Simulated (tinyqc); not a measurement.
Floating body of a partially depleted SOI transistor: body voltage and kink: one step of the calculation.

Source at 0 V. Channel current Ic = 2 nf K Vt^2 [F(0) - F(Vd)](1 + la Vd), F(V) = ln^2(1 + exp((Vg - VT - nf V)/(2 nf Vt))), VT = VT0 - gb Vb. Saturation voltage Vs = 2 Vt sqrt(F(0)) + 3 Vt, excess Ve = (Vd - Vs + sqrt((Vd - Vs)^2 + 0.0004 V^2))/2, multiplication M1 = Ai Ve exp(-Bl/Ve). Each junction passes D(v) = J1 (exp(v/Vt) - 1) + J2 (exp(v/(2 Vt)) - 1). Bipolar current Ib = bb J1 (exp(Vb/Vt) - 1). The body settles where M1 (Ic + Ib) = D(Vb) + D(Vb - Vd) + Vb/Rb; drain current Id = (1 + M1)(Ic + Ib) - D(Vb - Vd).

Problem. New Vb. Current into the body I_in = M1 (Ic + Ib) - D(Vb - Vd), current out I_out = D(Vb) + Vb/Rb; f = ln(I_in/I_out), s = df/dVb by central differences over 1e-5 V, Vb(new) = Vb - f/s.

Values chosen for this exercise; values of the order met in partially depleted silicon-on-insulator transistors:
- T = 398 K (temperature)
- VT0 = 0.44 V (threshold at zero body voltage)
- gb = 0.17 (fall of the threshold per volt of body voltage)
- nf = 1.23 (slope factor)
- K = 250 uA/(V^2 um) (gain factor per width)
- la = 0.09 1/V (channel-length modulation factor)
- Ai = 1.29 1/V (impact-ionisation prefactor)
- Bl = 7.8 V (impact-ionisation voltage)
- J1 = 3.6e-10 uA/um (diffusion saturation current of each junction)
- J2 = 6.5e-7 uA/um (recombination saturation current of each junction)
- bb = 3 (gain of the lateral bipolar transistor on the diffusion current)
- Rb = 1e9 kohm um (resistance of a weak body tie to the source (1e9 stands for no tie, and the term is then dropped))
- Vg = 0.54 V (gate voltage)
- Vd = 1 V (drain voltage)

Constants: q = 1.602176634e-19 C, kB = 1.380649e-23 J/K, Vt = kB T/q. Results are converted to the units shown.

Vb after iteration 1 = 0.35569112 V

Find: Ic; Ve; M1; I_in; I_out; f; s; Vb after iteration 2.

Solution.

Ic = 3.285 uA/um
Ve = 0.7572 V
M1 = 3.283e-5
I_in = 1.085e-4 uA/um
I_out = 1.270e-4 uA/um
f = -0.1571
s = -16.05 1/V
Vb after iteration 2 = 0.3459 V

Range of the model: The multiplication law is an empirical form chosen for the exercise; self-heating and capacitive coupling to the body are left out, and the linear laws are rough once Vb passes about 0.7 V or M1 about 0.1.

Computed by the program tinyqc: `OMP_NUM_THREADS=1 python tinyqc.py 2182110 2182111 out.jsonl`, one thread of a shared Intel Xeon 2.30GHz, about 0.2 s for the whole run.
